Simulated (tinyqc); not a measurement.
# Worked calculation: on-chip power grid, static voltage drop by conjugate gradients

Program tinyqc, `OMP_NUM_THREADS=1 python tinyqc.py 2770170 2770171 out.jsonl`; Intel Xeon 2.30GHz, shared host, one thread, about 0.3 s. Printed values are rounded.

A grid of 3 rows and 4 columns, node k = 4 row + column. Neighbours in a row are joined by Rx, in a column by Ry; pad nodes, which reach the supply through Rp: 0. Each node draws I0, node 11 draws kh I0. The drops u = Vdd - V solve G u = i, with G the conductance matrix (1/Rp added on the diagonal at pad nodes).

Values chosen for this exercise: supply voltage Vdd = 0.65 V; resistance of a horizontal segment Rx = 1.5 ohm; resistance of a vertical segment Ry = 0.32 ohm; resistance from a pad node to the supply Rp = 0.078 ohm; load current of an ordinary node I0 = 3.1 mA; factor on the load at the hot node kh = 1.

## Diagonal of G, loads and first direction

G_kk = sum of the conductances at node k. Start u = 0, so the residual is r = i; p = r.

G_kk (S):

|  | col 0 | col 1 | col 2 | col 3 |
|---|---|---|---|---|
| row 0 | 16.61218 | 4.458333 | 4.458333 | 3.791667 |
| row 1 | 6.916667 | 7.583333 | 7.583333 | 6.916667 |
| row 2 | 3.791667 | 4.458333 | 4.458333 | 3.791667 |

r at the start (mA):

|  | col 0 | col 1 | col 2 | col 3 |
|---|---|---|---|---|
| row 0 | 3.1 | 3.1 | 3.1 | 3.1 |
| row 1 | 3.1 | 3.1 | 3.1 | 3.1 |
| row 2 | 3.1 | 3.1 | 3.1 | 3.1 |

p at the start (mA):

|  | col 0 | col 1 | col 2 | col 3 |
|---|---|---|---|---|
| row 0 | 3.1 | 3.1 | 3.1 | 3.1 |
| row 1 | 3.1 | 3.1 | 3.1 | 3.1 |
| row 2 | 3.1 | 3.1 | 3.1 | 3.1 |

## Iteration 1: conjugate-gradient step

u at the start (mV):

|  | col 0 | col 1 | col 2 | col 3 |
|---|---|---|---|---|
| row 0 | 0 | 0 | 0 | 0 |
| row 1 | 0 | 0 | 0 | 0 |
| row 2 | 0 | 0 | 0 | 0 |

q = G p; a = (r.r)/(p.q); u(new) = u + a p; r(new) = r - a q; b = (r.r)(new)/(r.r); p(new) = r(new) + b p.

q (mA S):

|  | col 0 | col 1 | col 2 | col 3 |
|---|---|---|---|---|
| row 0 | 39.74359 | 0.00000 | 0.00000 | 0.00000 |
| row 1 | 0.00000 | 0.00000 | 0.00000 | 0.00000 |
| row 2 | 0.00000 | 0.00000 | 0.00000 | 0.00000 |

a = 0.936 ohm

u after iteration 1 (mV):

|  | col 0 | col 1 | col 2 | col 3 |
|---|---|---|---|---|
| row 0 | 2.901600 | 2.901600 | 2.901600 | 2.901600 |
| row 1 | 2.901600 | 2.901600 | 2.901600 | 2.901600 |
| row 2 | 2.901600 | 2.901600 | 2.901600 | 2.901600 |

r after iteration 1 (mA):

|  | col 0 | col 1 | col 2 | col 3 |
|---|---|---|---|---|
| row 0 | -34.10000 | 3.10000 | 3.10000 | 3.10000 |
| row 1 | 3.10000 | 3.10000 | 3.10000 | 3.10000 |
| row 2 | 3.10000 | 3.10000 | 3.10000 | 3.10000 |

b = 11

p after iteration 1 (mA):

|  | col 0 | col 1 | col 2 | col 3 |
|---|---|---|---|---|
| row 0 | 0.00000 | 37.20000 | 37.20000 | 37.20000 |
| row 1 | 37.20000 | 37.20000 | 37.20000 | 37.20000 |
| row 2 | 37.20000 | 37.20000 | 37.20000 | 37.20000 |

## Iteration 2: conjugate-gradient step

As before.

q (mA S):

|  | col 0 | col 1 | col 2 | col 3 |
|---|---|---|---|---|
| row 0 | -141.0500 | 24.8000 | 0.0000 | 0.0000 |
| row 1 | 116.2500 | 0.0000 | 0.0000 | 0.0000 |
| row 2 | 0.0000 | 0.0000 | 0.0000 | 0.0000 |

a = 0.2417582 ohm

u after iteration 2 (mV):

|  | col 0 | col 1 | col 2 | col 3 |
|---|---|---|---|---|
| row 0 | 2.90160 | 11.89501 | 11.89501 | 11.89501 |
| row 1 | 11.89501 | 11.89501 | 11.89501 | 11.89501 |
| row 2 | 11.89501 | 11.89501 | 11.89501 | 11.89501 |

r after iteration 2 (mA):

|  | col 0 | col 1 | col 2 | col 3 |
|---|---|---|---|---|
| row 0 | 0.00000 | -2.89560 | 3.10000 | 3.10000 |
| row 1 | -25.00440 | 3.10000 | 3.10000 | 3.10000 |
| row 2 | 3.10000 | 3.10000 | 3.10000 | 3.10000 |

b = 0.5676649

p after iteration 2 (mA):

|  | col 0 | col 1 | col 2 | col 3 |
|---|---|---|---|---|
| row 0 | 0.00000 | 18.22153 | 24.21714 | 24.21714 |
| row 1 | -3.88726 | 24.21714 | 24.21714 | 24.21714 |
| row 2 | 24.21714 | 24.21714 | 24.21714 | 24.21714 |

## Iteration 3: conjugate-gradient step

As before.

q (mA S):

|  | col 0 | col 1 | col 2 | col 3 |
|---|---|---|---|---|
| row 0 | 0.0000 | -10.5856 | 3.9971 | 0.0000 |
| row 1 | -118.7102 | 37.4725 | 0.0000 | 0.0000 |
| row 2 | 87.8262 | 0.0000 | 0.0000 | 0.0000 |

a = 0.2118083 ohm

u after iteration 3 (mV):

|  | col 0 | col 1 | col 2 | col 3 |
|---|---|---|---|---|
| row 0 | 2.90160 | 15.75448 | 17.02440 | 17.02440 |
| row 1 | 11.07165 | 17.02440 | 17.02440 | 17.02440 |
| row 2 | 17.02440 | 17.02440 | 17.02440 | 17.02440 |

r after iteration 3 (mA):

|  | col 0 | col 1 | col 2 | col 3 |
|---|---|---|---|---|
| row 0 | 0.00000 | -0.65348 | 2.25339 | 3.10000 |
| row 1 | 0.13941 | -4.83699 | 3.10000 | 3.10000 |
| row 2 | -15.50233 | 3.10000 | 3.10000 | 3.10000 |

b = 0.4539723

p after iteration 3 (mA):

|  | col 0 | col 1 | col 2 | col 3 |
|---|---|---|---|---|
| row 0 | 0.00000 | 7.61859 | 13.24730 | 14.09391 |
| row 1 | -1.62530 | 6.15692 | 14.09391 | 14.09391 |
| row 2 | -4.50842 | 14.09391 | 14.09391 | 14.09391 |

## Course of the conjugate-gradient iteration

Stop when |r| is below 1e-9 mA.

Course of the iteration:

| iteration | largest u (mV) | \|r\| (mA) |
|---|---|---|
| 1 | 2.901600 | 35.6 |
| 2 | 11.89501 | 26.8 |
| 3 | 17.02440 | 18.1 |
| 4 | 24.53586 | 21.7 |
| 5 | 28.92945 | 13.5 |
| 6 | 32.67076 | 9.12 |
| 7 | 34.51361 | 8.09 |
| 8 | 36.03601 | 3.01 |
| 9 | 36.42404 | 1.43 |
| 10 | 36.44498 | 0.616 |
| 11 | 36.49734 | 0.104 |
| 12 | 36.48342 | 1.91e-9 |
| 13 | 36.48342 | < 1e-11 |

Converged in 13 iterations for 12 unknowns; in exact arithmetic the method needs at most 12. The condition number of the matrix is 171. Gauss-Seidel sweeps in node order need 577 to reach the same residual.

## Worst drop, pad currents and power lost

converged u (mV):

|  | col 0 | col 1 | col 2 | col 3 |
|---|---|---|---|---|
| row 0 | 2.90160 | 21.70246 | 31.69184 | 36.44176 |
| row 1 | 9.80275 | 22.59025 | 31.81759 | 36.46307 |
| row 2 | 12.98390 | 23.24553 | 31.92881 | 36.48342 |

Pad current u/Rp; worst drop as a share of Vdd; power lost in the grid and pads sum_k i_k u_k; power delivered sum_k i_k (Vdd - u_k).

worst drop = 36.48342 mV
share of Vdd = 5.612834 %
pad currents (mA): node 0 37.2
power lost = 0.9239643 mW
power delivered = 23.25604 mW

The pad currents add up to the total load, 37.20 mA. The worst drop is at node 11.
